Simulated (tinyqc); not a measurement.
Worked calculation: averaged masses of warped heavy- and light-hole bands. Values are carried at full precision from step to step, so a last printed digit may differ when a step is redone from the rounded ones.

Constants: Ry = 13.60569312 eV; a0 (Bohr radius) = 0.5291772105 angstrom; kB = 8.617333262e-05 eV/K; hbar^2/2m0 = 3.80998211 eV angstrom^2.

Parameters, chosen for this exercise (near those of GaSb; shifted at random, so the results belong to these values and not to a real crystal):
- g1 = 13.32 (Luttinger gamma1)
- g2 = 4.73 (gamma2)
- g3 = 5.95 (gamma3)
- eps = 15.26 (dielectric constant)
- mso = 0.123 m0 (split-off mass)
- Dso = 0.72 eV (spin-orbit splitting)
- T = 300 K (temperature)

## Other forms of the parameters

Dresselhaus-Kip-Kittel form E = c [A k^2 -/+ sqrt(B^2 k^4 + C^2 (kx^2 ky^2 + ky^2 kz^2 + kz^2 kx^2))] with A = g1, B = 2 g2, C^2 = 12 (g3^2 - g2^2). Spherical form: mu = (6 g3 + 4 g2)/(5 g1), delta = (g3 - g2)/g1, masses 1/(g1 (1 -/+ mu)). Effective rydberg R* = Ry/(g1 eps^2) and radius a* = a0 g1 eps.

A, B, |C|: [13.320, 9.460, 12.504]

mu, delta: [0.8201, 0.0916]

spherical masses, heavy and light (m0): [0.4174, 0.0412]

R* = 4.39 meV
a* = 107.6 angstrom

delta/mu = 0.11 measures the warping against the spherical splitting.

## Masses along six directions

Four-band hole energies E = c k^2 f(u), c = hbar^2/2m0, f = g1 -/+ 2 sqrt(g2^2 + 3 (g3^2 - g2^2) s), s = ux^2 uy^2 + uy^2 uz^2 + uz^2 ux^2 for the unit vector u; minus for heavy, plus for light holes; the mass along u is 1/f.

Give s and both masses.

Masses (m0):
```
direction        s   heavy   light
[100]      0.00000  0.2591  0.0439
[110]      0.25000  0.5049  0.0406
[111]      0.33333  0.7042  0.0397
[310]      0.09000  0.3181  0.0426
[211]      0.25000  0.5049  0.0406
[321]      0.25000  0.5049  0.0406
```

The heavy mass grows by a factor of 2.72 from [100] to [111] while the light one shrinks by 10 %; 1/m_heavy + 1/m_light = 2 g1 in every direction.

## Density-of-states masses from three directions

m_d^(3/2) is the angular mean of m(u)^(3/2). The rule mean = (10 F[100] + 16 F[110] + 9 F[111])/35 is exact for cubic harmonics up to sixth order. Total m_d = (m_h^(3/2) + m_l^(3/2))^(2/3).

m^(3/2):
```
direction    heavy    light
[100]      0.13186  0.00920
[110]      0.35874  0.00817
[111]      0.59097  0.00790
```

m_d heavy, light (m0): [0.5001, 0.0413]

total = 0.5080 m0
share of light holes = 2.3 %

## Averages on a grid

Grid: n x n midpoints in cos(theta) from 0 to 1 and phi from 0 to pi/2, equal weights. m_d = <f^(-3/2)>^(2/3). Conductivity mass for one scattering time: 1/m_c = <|w|^2 f^(-5/2)>/<f^(-3/2)> with w = grad_k(k^2 f)/(2 k), that is |w|^2 = f^2 + |angular gradient of f|^2/4.

Use n = 40.

m_d heavy, light (m0): [0.4628, 0.0412]

m_c heavy, light (m0): [0.3499, 0.0411]

The three-direction rule differs from the grid by +8.05 % for heavy holes. Warping makes m_c of the heavy holes 24 % smaller than m_d; on a sphere the two are equal.

## Effective density of states

Nv = 2 (kT/(4 pi c))^(3/2) [m_h^(3/2) + m_l^(3/2) + mso^(3/2) exp(-Dso/kT)], c = hbar^2/2m0, parabolic bands, m_h and m_l the density-of-states masses from the grid; 1 angstrom^-3 = 1e24 cm^-3.

prefactor = 2.5094e+19 cm^-3

the three terms: [0.31484, 0.00836, 0.00000]

Nv = 8.111e+18 cm^-3

shares (%): [97.4, 2.6, 0.0]

kT/Dso = 0.04, small enough for the four-band form.

## Checks

- m_d and m_c of heavy holes for g2 = g3 against 1/(g1 - 2 g3): they agree to 1e-10 or better.
- m_d of heavy holes on grids of 40 and 160: both 0.4628.

(tinyqc, `OMP_NUM_THREADS=1 python tinyqc.py 1081236 1081237 out.jsonl`, Intel(R) Xeon(R) Processor @ 2.30GHz, 1 thread, shared host, about 0.04 s.)
